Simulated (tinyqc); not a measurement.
p-type polysilicon, carrier trapping at grain boundaries: effect of the doping.

One-dimensional grains of size Lg, uniform ionised doping N, monovalent traps Qt at each boundary at a depth Et below (for electrons) or above (for holes) the band edge there, abrupt depletion of width W on each side of a boundary, Boltzmann statistics. xi is the distance from the band edge at the grain centre to the Fermi level. Trapped charge Qt/(1 + exp((xi + VB - Et)/Vt)) = 2 N W, barrier VB = q N W^2/(2 eps0 eps_r).

If the trap equation with xi = Vt ln(NB/N) has a root W < Lg/2, the grain is partly depleted; otherwise W = Lg/2 and the trap equation gives xi = Et - VB + Vt ln(Qt/(N Lg) - 1). N* = Qt/Lg. n0 = NB exp(-xi/Vt); mean density n0 (1 - 2 W/Lg) by charge balance in a partly depleted grain, and n0 (sqrt(pi)/2) erf(u)/u with u = sqrt(VB/Vt) in a fully depleted one; v = sqrt(kB T/(2 pi ms m0)); barrier resistivity Vt exp(VB/Vt)/(q fe n0 v Lg); grain resistivity (1 - 2 W/Lg)/(q n0 mug); effective mobility 1/(q mean density total resistivity). Rows with xi above 0.45 V, towards mid-gap, are left out, since the other carrier type is ignored.

Inputs (values chosen for the exercise); values of the order met in polycrystalline silicon:
```
symbol,value,unit,meaning
T,300,K,temperature
eps_r,11.7,,relative permittivity
NB,2.65e19,cm^-3,valence-band density of states at T
Lg,200,nm,grain size
Qt,6.3e11,cm^-2,trap density of a grain boundary
Et,0.4,eV,depth of the trap level from the majority band edge at the boundary
ms,0.26,m0,mass for thermionic emission
fe,1,,correction factor of the emission rate
mug,150,cm^2/(V s),mobility inside the grains
```

Constants: q = 1.602176634e-19 C, kB = 1.380649e-23 J/K, m0 = 9.1093837015e-31 kg, Vt = kB T/q, eps0 = 8.8541878128e-14 F/cm where lengths are in cm. Results are converted to the units shown.

Effect of the doping:

| N (cm^-3) | N/N* | depleted share 2 W/Lg | VB (V) | xi (V) | mean density (cm^-3) | resistivity (ohm cm) | effective mobility (cm^2/(V s)) |
|---|---|---|---|---|---|---|---|
| 3.3e15 | 0.1048 | 1.000 | 0.02552 | 0.4299 | 1.189e12 | 2586 | 2030 |
| 7e15 | 0.2222 | 1.000 | 0.05413 | 0.3783 | 6.884e12 | 1059 | 855.9 |
| 1.5e16 | 0.4762 | 1.000 | 0.1160 | 0.2865 | 1.703e14 | 332.9 | 110.1 |
| 3.1e16 | 0.9841 | 0.8666 | 0.1800 | 0.1745 | 4.134e15 | 52.39 | 28.82 |
| 6.5e16 | 2.063 | 0.4812 | 0.1164 | 0.1554 | 3.372e16 | 2.456 | 75.37 |
| 1.4e17 | 4.444 | 0.2249 | 0.05477 | 0.1355 | 1.085e17 | 0.3213 | 179.1 |
| 2.9e17 | 9.206 | 0.1086 | 0.02646 | 0.1167 | 2.585e17 | 0.1426 | 169.4 |
| 6e17 | 19.05 | 0.05250 | 0.01279 | 0.09793 | 5.685e17 | 0.06989 | 157.1 |
| 1.3e18 | 41.27 | 0.02423 | 0.005902 | 0.07794 | 1.269e18 | 0.03271 | 150.4 |

As N goes from 3.3e15 to 1.3e18, VB goes from 0.0255 through a maximum of 0.180 (at N = 3.1e16 among the rows listed) to 0.00590 V, the resistivity falls from 2590 to 0.0327 ohm cm and the effective mobility moves up and down between 28.8 and 2030 cm^2/(V s). The steepest fall of the resistivity among the rows, as N^(-4.1), lies between N = 3.1e16 and 6.5e16 cm^-3; N* = 3.15e16 cm^-3. While the grain is fully depleted VB grows as N; once the traps are full it falls as 1/N. For N = 3.3e15, 6e17, 1.3e18 VB is below Vt, where abrupt depletion and thermionic emission are rough. For N = 3.1e16 the grain is near the changeover between partial and full depletion, within a few Debye lengths, where both limits are rough. For N = 3.3e15, 7e15, 1.4e17, 2.9e17, 6e17, 1.3e18 the effective mobility exceeds mug, since drift through the depleted part of the grain is left out.

Computed by the program tinyqc: `OMP_NUM_THREADS=1 python tinyqc.py 2830135 2830136 out.jsonl`, one thread of a shared Intel Xeon 2.30GHz, about 0.01 s for the whole run.
